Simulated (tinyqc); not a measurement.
SiGe-base heterojunction bipolar transistor, Gummel numbers and transit times: one step of the calculation.

One-dimensional n-p-n transistor in the forward active mode at low injection. In the base p(x) = NB exp(-eta x/wb) and ni(x)^2 = ni^2 exp((g0 + g1 x/wb)/Vt); electrons leave the base at vsat; band spikes at the emitter junction and recombination inside the emitter are ignored.

Question. Base Gummel number and transit time. f(x) = p(x) ni^2/ni(x)^2; I(x) = integral from x to wb of f/Dn, plus f(wb)/vsat; base Gummel number GB = I(0); electron density per unit flux n/(J/q) = I/f; base transit time tauB = integral of I/f over the base. Trapezoid rule on 10 equal steps.

Inputs (values chosen for the exercise); band and dielectric values close to those of silicon:
- T = 300 K (temperature)
- vsat = 9.95e6 cm/s (saturation velocity)
- wb = 38 nm (neutral base width)
- NB = 1e19 cm^-3 (base doping at the emitter edge)
- eta = 0 (doping falls as exp(-eta x/wb))
- g0 = 0.024 eV (gap reduction at the emitter edge of the base)
- g1 = 0.063 eV (further gap reduction across the base (linear))
- Dn = 4.5 cm^2/s (electron diffusion coefficient in the base)

Constants: q = 1.602176634e-19 C, kB = 1.380649e-23 J/K, Vt = kB T/q. Results are converted to the units shown.

Wanted: x; f; I; I/f; GB; tauB.

Answer.

```
point,x (nm),f (cm^-3),I (s/cm^4),I/f (s/cm)
0,0.000,3.9520e18,1.2906e12,3.2657e-7
1,3.800,3.0973e18,9.9298e11,3.2060e-7
2,7.600,2.4274e18,7.5971e11,3.1297e-7
3,11.400,1.9024e18,5.7690e11,3.0324e-7
4,15.200,1.4910e18,4.3362e11,2.9082e-7
5,19.000,1.1685e18,3.2133e11,2.7498e-7
6,22.800,9.1581e17,2.3332e11,2.5477e-7
7,26.600,7.1775e17,1.6435e11,2.2898e-7
8,30.400,5.6252e17,1.1029e11,1.9607e-7
9,34.200,4.4086e17,6.7927e10,1.5408e-7
10,38.000,3.4551e17,3.4725e10,1.0050e-7
```

GB = 1.2906e12 s/cm^4
tauB = 0.96902 ps

Range of the model: Heavy doping makes emitter or base degenerate; gE and g0 are to be read as apparent gap changes that include this.

Computed by the program tinyqc: `OMP_NUM_THREADS=1 python tinyqc.py 2320083 2320084 out.jsonl`, one thread of a shared Intel Xeon 2.30GHz, about 0.01 s for the whole run.
